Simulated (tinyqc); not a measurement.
Gate voltage from the surface potential.

Question. At the source end, Vgs + Vsb - Vfb - psi = gamma sqrt(G), G = psi - Vt + Vt exp((psi - 2 phiF - Vsb)/Vt), and the voltage over the insulator is gamma sqrt(G). Find that voltage and Vgs.

Inputs (values chosen for the exercise):
- T = 300 K (temperature)
- Vfb = -0.38 V (flat-band voltage)
- Vsb = 1 V (source-body reverse bias)

Constants: q = 1.602176634e-19 C, kB = 1.380649e-23 J/K, Vt = kB T/q. Results are converted to the units shown.

psi = 2.2282720 V
phiF = 0.54035423 V
gamma = 0.022692715 V^0.5

Answer. In this direction the relation is explicit: no iteration is needed.

voltage over the insulator = 0.07173 V
Vgs = 0.9200 V

Computed by the program tinyqc: `OMP_NUM_THREADS=1 python tinyqc.py 2360088 2360089 out.jsonl`, one thread of a shared Intel Xeon 2.30GHz, about 0.04 s for the whole run.
